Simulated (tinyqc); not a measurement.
# Binary melting diagram from solution models of liquid and solid, step by step

A worked calculation. Computed by tinyqc, a small Python program that keeps every step. Command: `OMP_NUM_THREADS=1 python tinyqc.py 3009057 3009058 out.jsonl melt walk`. One thread of a shared host (Intel(R) Xeon(R) Processor @ 2.30GHz), about 0.01 s of CPU time with the checks. Intermediate numbers are printed to about 6 digits and carried at full precision; extremes and crossings named in words are read from the listed rows.

x is the fraction of B. In a phase with interaction L: mu_A = G_A + R T ln(1 - x) + L x^2, mu_B = G_B + R T ln x + L (1 - x)^2. Melting: G(liquid) - G(solid) = H (1 - T/T_m) for each pure component.

Inputs (values chosen for the exercise, for a model alloy):
```
quantity                value    unit
melting point T_A        1325       K
melting point T_B         675       K
heat of melting H_A      14.8  kJ/mol
heat of melting H_B      7.02  kJ/mol
liquid interaction L_L    1.3  kJ/mol
overall fraction x0      0.59       -
```

Diagram: eutectic with pure solids.

Constants: R = 8.314462618 J/(mol K).

## The two liquidus branches

Liquid against pure solid A: T = (H_A + L_L x^2)/(H_A/T_A - R ln(1 - x)); against pure solid B: T = (H_B + L_L (1 - x)^2)/(H_B/T_B - R ln x). The higher branch is the stable one; a dash marks a branch without a positive root.

Liquidus temperatures (K):
```
x     branch A  branch B  first solid
0.05   1276.55   232.051            A
0.15   1184.34   304.095            A
0.30   1055.30   375.152            A
0.45    933.26   435.071            A
0.60    812.63   493.472            A
0.75    684.31   555.136            A
0.90    522.95   623.713            B
0.97    397.35   659.064            B
```

## Eutectic point by bisection

Halve the interval 0.001 to 0.999 for the crossing, 44 times.

Bisection, first 12 steps:
```
step         x  branch A (K)  branch B (K)
1     0.500000       893.228       454.429
2     0.749500       684.772       554.920
3     0.874250       555.927       611.299
4     0.811875       624.767       582.389
5     0.843063       591.852       596.648
6     0.827469       608.621       589.471
7     0.835266       600.321       593.048
8     0.839164       596.108       594.845
9     0.841113       593.986       595.746
10    0.840139       595.049       595.295
11    0.839651       595.579       595.070
12    0.839895       595.314       595.182
```

eutectic composition x_E = 0.839980

eutectic temperature T_E = 595.222 K

T_E lies 80 K below the lower melting point, and x_E lies on the side of B, the lower-melting component.

## Freezing of the alloy x0

Primary solid forms at the higher branch; just above T_E its mole fraction is (x_E - x0)/x_E for A or (x0 - x_E)/(1 - x_E) for B, and the rest freezes as eutectic, with B making up x_E of it.

liquidus temperature = 820.780 K

fraction of primary solid = 0.297602

freezing range = 225.558 K

The primary solid is A.

## Effect of the liquid interaction

The crossing is found anew for each L_L.

Eutectic point:
```
L_L (kJ/mol)       x_E  T_E (K)
-8.4          0.717855  482.764
-5.6          0.745473  518.383
-2.8          0.779359  551.902
-1.4          0.798781  567.600
0.0           0.819662  582.406
2.0           0.851098  601.706
4.0           0.882396  618.458
```

T_E rises from 483 to 618 K, 10.9 K per kJ/mol on average: attraction in the liquid stabilises it and deepens the eutectic. As attraction grows x_E moves from 0.882 to 0.718, towards 1/2, where mixing gains most.

Checks made by the program: equal chemical potentials at the eutectic (relative difference below 1e-10).
